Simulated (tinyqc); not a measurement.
# Worked calculation: biaxially strained (001) channel, valley splitting in an inversion layer

Computed by the program tinyqc: `OMP_NUM_THREADS=1 python tinyqc.py 2530157 2530158 out.jsonl`, one thread of a shared Intel Xeon 2.30GHz, about 0.02 s for the whole run. Printed values are rounded.

A thin layer grown on a relaxed buffer is stretched in the plane. The two valleys with their long axis along the growth direction (D2) sink against the four in-plane ones (D4); confinement in a triangular well splits them too. Only the lowest subband of each set is kept; one relaxation time, so the weakening of intervalley scattering is left out.

Parameters, values chosen for the exercise; values close to those of silicon on relaxed silicon-germanium:
```
symbol   value   unit                                meaning
T          300      K                            temperature
x         0.33         germanium share of the relaxed buffer
b1      0.0418                   lattice mismatch per unit x
c11        169    GPa                       elastic constant
c12       62.8    GPa                       elastic constant
Xu        8.89     eV            shear deformation potential
ml       0.893     m0                      longitudinal mass
mt       0.191     m0                        transverse mass
F         0.84  MV/cm                        confining field
Ns      3.8e12  cm^-2                      inversion density
```

Constants: q = 1.602176634e-19 C, kB = 1.380649e-23 J/K, hbar = 1.054571817e-34 J s, m0 = 9.1093837015e-31 kg, Vt = kB T/q, hbar^2/(2 m0) = 0.0380998212 eV nm^2. Results are converted to the units shown.

## Strain, stress and splitting

e_par = b1 x, e_perp = -2 (c12/c11) e_par, splitting D = Xu (e_par - e_perp), in-plane stress (c11 + c12 - 2 c12^2/c11) e_par.

e_par = 1.37940 %
e_perp = -1.02516 %
D = 213.766 meV
stress = 2.55365 GPa

## Subband edges and densities of states

Levels E(m) = 2.33811 (hbar^2 q^2 F^2/(2 m))^(1/3): E2 = E(ml), E4 = E(mt) + D; N2 = 2 mt kB T/(pi hbar^2), N4 = 4 sqrt(mt ml) kB T/(pi hbar^2).

E2 = 0.156702 eV
E4 = 0.475794 eV
N2 = 4.12529e12 cm^-2
N4 = 1.78400e13 cm^-2

Of the gap E4 - E2 = 319 meV, confinement gives 105 meV.

## Iteration 1: Fermi level by Newton steps

EF at the start = 0.157 eV

f = N2 ln(1 + exp((EF - E2)/Vt)) + N4 ln(1 + exp((EF - E4)/Vt)) - Ns, f' = [N2/(1 + exp((E2 - EF)/Vt)) + N4/(1 + exp((E4 - EF)/Vt))]/Vt, EF(new) = EF - f/f'.

f = -9.16654e11 cm^-2
f' = 8.02494e13 cm^-2/eV
EF after iteration 1 = 0.168423 eV

## Iteration 2: Fermi level by Newton steps

As before.

f = 9.97844e10 cm^-2
f' = 9.75742e13 cm^-2/eV
EF after iteration 2 = 0.167400 eV

## Course of the iteration: Fermi level by Newton steps

Stop when EF changes by less than 1e-10 eV, or after 40 iterations.

Course of the iteration:
```
iteration   EF (eV)  |change| (eV)
1          0.168423         0.0114
2          0.167400        1.02e-3
3          0.167392        8.01e-6
4          0.167392       4.94e-10
5          0.167392        < 1e-14
```

Converged in 5 iterations. At the end the number of correct digits about doubles with each step.

## Share of the light valleys and conductivity mass

EF = 0.167392 eV

EF solves Ns = N2 ln(1 + exp((EF - E2)/Vt)) + N4 ln(1 + exp((EF - E4)/Vt)); f2 is the share in D2, and 1/mc = f2/mt + (1 - f2)(1/mt + 1/ml)/2.

f2 = 0.999969
mc = 0.191002 m0

Without strain f2 would be 0.898 and mc 0.199 m0, so repopulation alone gains 4.2 % in mobility.
